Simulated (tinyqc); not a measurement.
Fermi-level pinning at a metal contact (Cowley-Sze model): one step of the calculation.

Interface states of density Ds lie behind a thin layer of thickness dl. Neglecting the depletion charge, the barrier for electrons is phi = S (pM - chi) + (1 - S) E0 with S = 1/(1 + q Ds dl/(eps0 ei)); the barrier for holes is Eg - phi.

Task. Barrier. Also the charge in the states, Ds (phi - E0), and the drop across the layer, pM - chi - phi.

Parameters, values chosen for the exercise; material values close to those of gallium nitride: band gap Eg = 3.4 eV; electron affinity chi = 4.1 eV; density of interface states Ds = 5e13 cm^-2 eV^-1; depth of their neutrality level below the conduction edge E0 = 2.17 eV; thickness of the interface layer dl = 0.49 nm; its relative permittivity ei = 1.6; metal work function pM = 4.52 eV.

Constants: q = 1.602176634e-19 C, eps0 = 8.8541878128e-14 F/cm where lengths are in cm. Results are converted to the units shown.

Find: S; phi; barrier for holes; charge in the states; drop across the layer.

Result.

S = 0.2652
phi = 1.706 eV
barrier for holes = 1.694 eV
charge in the states = -2.320e13 cm^-2
drop across the layer = -1.286 V

tinyqc, about 0.01 s, one thread, Intel Xeon 2.30GHz (shared host): `OMP_NUM_THREADS=1 python tinyqc.py 2430016 2430017 out.jsonl`
